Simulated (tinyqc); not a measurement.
Both approximations at x = 1/2: order-disorder in a binary alloy on two sublattices: Bragg-Williams and pair (quasi-chemical) approximations. Computed by tinyqc, a small Python program. Command: `OMP_NUM_THREADS=1 python tinyqc.py 3014873 3014874 out.jsonl order walk`. One thread of a shared host (Intel(R) Xeon(R) Processor @ 2.30GHz), about 0.01 s of CPU time with the checks.

All z = 4 neighbours of a site lie on the other sublattice. B fills the sublattices with x + eta/2 and x - eta/2; energies are per site, from the pure components: u = -z w y with y the probability of an A-B bond taken in one order.

Inputs (values chosen for the exercise, for a model alloy): ordering energy w = (e_AA + e_BB)/2 - e_AB = 15.5 meV; fraction x of B = 0.46.

Lattice: square (z = 4).

Constants: k_B = 8.617333262e-05 eV/K.

Method. Bragg-Williams: k_B T_c = 2 z w x (1 - x). Pair approximation at x = 1/2: k_B T_c = w/ln(z/(z - 2)). At x = 1/2 the alloy is an Ising model with K = w/(2 k_B T). Bragg-Williams: eta = tanh(z K eta), neighbour correlation -eta^2. Pair: h = (z - 1) artanh(tanh K tanh h), eta = tanh(z h/(z - 1)), correlation -(tanh K + tanh^2 h)/(1 + tanh K tanh^2 h). T is given in units of the Bragg-Williams T_c at x = 1/2, z w/(2 k_B).

T_c, pair approximation at x = 1/2 = 259.498 K

Order and neighbour correlation:
```
T/T_c   T (K)  eta, Bragg-Williams  correlation, Bragg-Williams  eta, pair  correlation, pair
0.30   107.92              0.99741                     -0.99483    0.99704           -0.99432
0.45   161.88              0.97398                     -0.94863    0.96095           -0.93274
0.55   197.86              0.93553                     -0.87521    0.87689           -0.81371
0.65   233.83              0.87207                     -0.76050    0.65847           -0.58845
0.75   269.81              0.77552                     -0.60143    0.00000           -0.32151
0.85   305.78              0.62950                     -0.39627    0.00000           -0.28592
0.95   341.75              0.37949                     -0.14401    0.00000           -0.25725
1.10   395.71              0.00000                      0.00000    0.00000           -0.22344
1.50   539.61              0.00000                      0.00000    0.00000           -0.16514
```

The pair approximation loses long-range order between T/T_c = 0.65 and 0.75, at 259 K, and keeps a correlation of -0.165 in the last row. At its own T_c the correlation is -1/(z - 1) = -0.333, so the fewer the neighbours, the more of the ordering energy is released above T_c.
